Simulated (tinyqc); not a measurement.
Convergence with the size of the ring: vibrations of a mass or spring defect in a linear chain. Computed by tinyqc, a small Python program. Command: `OMP_NUM_THREADS=1 python tinyqc.py 3031025 3031026 out.jsonl localmode walk`. One thread of a shared host (Intel(R) Xeon(R) Processor @ 2.30GHz), about 0.01 s of CPU time with the checks.

A ring of N atoms with nearest-neighbour springs k and motion along the chain. Atom 1 is the defect, of mass M', and its two springs are k'. All other atoms have the mass M.

Inputs (values chosen for the exercise, for a model chain):
```
quantity                         value           unit
spring constant k                 5.97  eV/angstrom^2
host mass M                       68.5              u
defect mass M'                    21.6              u
spring ratio k'/k at the defect   0.78              -
```

Host: monatomic.

Constants: nu for 1 eV/(angstrom^2 u) = 15.6333042 THz.

Method:
- Host band: lambda from 0 to 4k/M.
- nu = 15.6333042 THz x sqrt(lambda), lambda in eV/(angstrom^2 u).
- D_ii = (sum of the two springs at i)/M_i, D_ij = -k_ij/sqrt(M_i M_j) for neighbours, closed into a ring.
- The same matrix for 120 atoms; amplitudes are the mass-weighted eigenvector, in size, relative to the defect, for the highest mode; its weight is the squared component of the normalised eigenvector on the defect.

band edges (THz): 0.00000  9.23045

ratio to the top of the host band = 1.21860

highest frequency, long ring = 11.2482 THz

weight of the highest mode on the defect = 0.783768

Highest mode:
```
N    frequency (THz)  weight on the defect  modes outside the bands
4             11.294               0.75979                        1
6             11.252               0.78010                        1
8             11.248               0.78336                        1
12            11.248               0.78376                        1
20            11.248               0.78377                        1
40            11.248               0.78377                        1
80            11.248               0.78377                        1
120           11.248               0.78377                        1
```

The local mode is within 0.01 % of its final value from N = 8 on, and its weight on the defect settles at 0.784: a bound mode needs only a cell larger than its decay length.

Extremes, crossings and ranges named in words are read from the listed rows.
